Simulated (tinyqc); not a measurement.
Effective mass of the split-off band from tabulated energies: one step. The non-parabolic form. Three cases, with inputs chosen for the exercise.

Task: E (1 + alpha E) = c k^2/m means that y = c k^2/E is a straight line in E with intercept m and slope m alpha. Fit the line by unweighted least squares over points 1 to 8, E in eV.

c = hbar^2/2m0.
Constants: hbar^2/2m0 = 3.80998211 eV angstrom^2.

Case 1.

Energies along [110], from the band edge downward:
```
k (1/angstrom),E (meV)
0.0000000,0.000000
0.0041000,0.304200
0.0082000,1.228100
0.0123000,2.806300
0.0164000,5.097400
0.0205000,8.186100
0.0246000,12.183500
0.0287000,17.224200
0.0328000,23.459400
```

reference mass (curvature of the model at k = 0.0001 1/angstrom) = 0.2111863 m0

Case 2.

Energies along [110], from the band edge downward:
```
k (1/angstrom),E (meV)
0.0000000,0.000000
0.0039000,0.344000
0.0078000,1.380000
0.0117000,3.120900
0.0156000,5.587800
0.0195000,8.810400
0.0234000,12.827500
0.0273000,17.686100
0.0312000,23.442000
```

reference mass (curvature of the model at k = 0.0001 1/angstrom) = 0.1686520 m0

Case 3.

Energies along [100], from the band edge downward:
```
k (1/angstrom),E (meV)
0.0000000,0.000000
0.0130000,2.530700
0.0260000,10.147900
0.0390000,22.925000
0.0520000,40.979500
0.0650000,64.464100
0.0780000,93.552500
0.0910000,128.419800
0.1040000,169.216400
```

reference mass (curvature of the model at k = 0.0001 1/angstrom) = 0.2546402 m0

Give: y; m; alpha.

Result:

Case 1.

y (m0): 0.21054  0.20860  0.20540  0.20103  0.19559  0.18924  0.18220  0.17472

m = 0.20968 m0
alpha = -7.448 1/eV

The intercept errs by -0.72 %. For this band the scale of alpha is set by Dso = 0.11 eV as well as by the gap.

Case 2.

y (m0): 0.16846  0.16797  0.16711  0.16593  0.16444  0.16263  0.16055  0.15821

m = 0.16850 m0
alpha = -2.648 1/eV

The intercept errs by -0.09 %. For this band the scale of alpha is set by Dso = 0.345 eV as well as by the gap.

Case 3.

y (m0): 0.25443  0.25380  0.25278  0.25140  0.24971  0.24777  0.24568  0.24353

m = 0.25428 m0
alpha = -0.260 1/eV

The intercept errs by -0.14 %. For this band the scale of alpha is set by Dso = 0.894 eV as well as by the gap.

Computed by tinyqc, one run a case: `OMP_NUM_THREADS=1 python tinyqc.py N N+1 out.jsonl` with N = 1850814, 1850898, 1851271; one thread of a shared Intel(R) Xeon(R) Processor @ 2.30GHz, about 0.01 s a run at most.
